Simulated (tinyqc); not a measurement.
From one set of inputs to another, one input at a time: precursor delivery by bubblers, mass-transport growth and the solid composition of a III-V alloy. Computed by tinyqc, a small Python program. Command: `OMP_NUM_THREADS=1 python tinyqc.py 3013275 3013276 out.jsonl movpe_thermo ladder`. One thread of a shared host (Intel(R) Xeon(R) Processor @ 2.30GHz), about 0.01 s of CPU time with the checks.

1 sccm = 44.615 micromol/min; 1 torr = 133.322 Pa. The sources decompose fully at the surface.

The inputs printed are set A. Set A is modelled on triethylgallium (source 1) and trimethylindium (source 2) for the vapour pressures; the values taken over come from a set modelled on trimethylgallium (source 1) and trimethylindium (source 2) for the vapour pressures. Inputs not listed in the table keep their values of set A, so the rows need not describe a real material.

Inputs (values chosen for the exercise, modelled on triethylgallium (source 1) and trimethylindium (source 2) for the vapour pressures):
```
quantity                                                                                                  value        unit
bath temperature T1                                                                                         288           K
bath temperature T2                                                                                         292           K
bubbler pressure p_b                                                                                        760        torr
carrier flow F1                                                                                              34        sccm
carrier flow F2                                                                                             110        sccm
total flow F_t                                                                                              7.9         slm
group-V flow F_V                                                                                             60        sccm
reactor pressure p                                                                                          100        torr
growth temperature T                                                                                        840           K
diffusivity at 273 K and 760 torr                                                                          0.37      cm^2/s
flow cross-section A                                                                                         77        cm^2
distance from the leading edge z                                                                            4.8          cm
lattice constant a                                                                                         5.77    angstrom
interaction L0 of the solid                                                                                15.1      kJ/mol
log10 of p_B,eq over pure BC at 1000 K and 1 torr of group V (exaggerated: liquid indium has about -4.1)     -2  log10 torr
enthalpy of that equilibrium H                                                                              340      kJ/mol
```

Alloy: mixing on the group-III sites, with desorption of B.

constants a, b of source 1 (log10 torr, K): 8.05  2162

constants a, b of source 2 (log10 torr, K): 10.5  3014

Constants: k_B = 1.380649e-23 J/K; R = 8.314462618 J/(mol K).

Method:
- log10 p_v = a - b/T_bath; molar flow = F x 44.615 x p_v/(p_b - p_v) for a saturated bubbler.
- p_i = p n_i/(44615 F_t), F_t in slm; p_V = p F_V/(1000 F_t), counted per molecule supplied; V/III = 44.615 F_V/(n1 + n2); vapour fraction of source 2 = n2/(n1 + n2).
- Mean velocity u = (F_t/A)(760/p)(T/273); D = D0 (T/273)^1.75 (760/p); boundary layer delta = sqrt(pi D z/u); flux = D dp/(delta k_B T); growth rate = flux x a^3/4.
- A sticks fully. B desorbs: its surface pressure is p_B* = x gamma_B K/sqrt(p_V), ln gamma_B = L0 (1 - x)^2/(R T), K = 10^(log10 K at 1000 K) exp[-(H/R)(1/T - 1/1000)], p_V in torr. With equal diffusivities x = (p_2 - p_B*)/(p_1 + p_2 - p_B*). Growth rate = rate per torr x p_1/(1 - x).

Each row keeps all changes above it:
```
input moved                            from    to  molar flow 1 (micromol/min)  V/III ratio  growth rate (micrometre/h)
set A                                     -     -                        7.002        159.8                      0.6891
carrier flow F2 (sccm)                  110    28                        7.002        282.3                      0.3898
bath temperature T1 (K)                 288   260                        1.084        750.7                      0.1462
interaction L0 of the solid (kJ/mol)   15.1  19.8                        1.084        750.7                      0.1462
bath temperature T2 (K)                 292   300                        1.084        463.9                      0.2369
growth temperature T (K)                840   930                        1.084        463.9                      0.1767
group-V flow F_V (sccm)                  60    32                        1.084        247.4                      0.1505
distance from the leading edge z (cm)   4.8   6.3                        1.084        247.4                      0.1314
```

Where does the difference come from?

Molar flow 1 goes from 7.00 to 1.08, a factor 0.155 in all. The largest single move comes from bath temperature T1 (a factor 0.155). V/III ratio goes from 160 to 247, a factor 1.55 in all. The largest single move comes from bath temperature T1 (a factor 2.66), and group-V flow F_V works against it (a factor 0.533). Growth rate goes from 0.689 to 0.131, a factor 0.191 in all. The largest single move comes from bath temperature T1 (a factor 0.375), and bath temperature T2 works against it (a factor 1.62). The single moves hold for this order of the switches; the total does not depend on the order.

Caution (all rows): the boundary layer is a quarter or more of the root of the cross-section, so it fills much of the channel and depletion along the flow matters. Caution (rows set A, interaction L0 of the solid, group-V flow F_V, distance from the leading edge z): x lies inside the spinodal of the bulk alloy, 2 L0 x (1 - x) > R T; only kinetics or coherency strain keep such a layer uniform.

Extremes, crossings and ranges named in words are read from the listed rows.
